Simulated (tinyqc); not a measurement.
The mass ratio: thresholds of impact ionisation and Auger recombination from band masses.

Parameters, chosen for this exercise (out of a larger set: near those of GaSb, gap at low temperature and not tied to T; not measured data): Eg = 0.792 eV (gap at Gamma to the s-like level).

mu = me/mh is varied; thresholds in units of Eg for ionisation started by an electron, (1 + 2 mu)/(1 + mu), and by a heavy hole, (2 + mu)/(1 + mu).

Results:

| mu | electron (Eg) | hole (Eg) | electron (eV) | hole (eV) |
|---|---|---|---|---|
| 0.027 | 1.0263 | 1.9737 | 0.813 | 1.563 |
| 0.110 | 1.0991 | 1.9009 | 0.870 | 1.506 |
| 0.116 | 1.1039 | 1.8961 | 0.874 | 1.502 |
| 0.120 | 1.1071 | 1.8929 | 0.877 | 1.499 |
| 0.360 | 1.2647 | 1.7353 | 1.002 | 1.374 |
| 1.000 | 1.5000 | 1.5000 | 1.188 | 1.188 |

How do the results move, and what explains it?

The two thresholds add up to 3 Eg in every row and are equal, 3/2 Eg, at mu = 1. The lighter carrier has the lower threshold; in the first row the two differ by 0.750 eV, which would favour one carrier in avalanche multiplication. Real ionisation rates depend on the whole band structure and can be nearly equal although the edge masses differ.

(tinyqc, `OMP_NUM_THREADS=1 python tinyqc.py 1850365 1850366 out.jsonl`, Intel(R) Xeon(R) Processor @ 2.30GHz, 1 thread, shared host, about 0.01 s.)
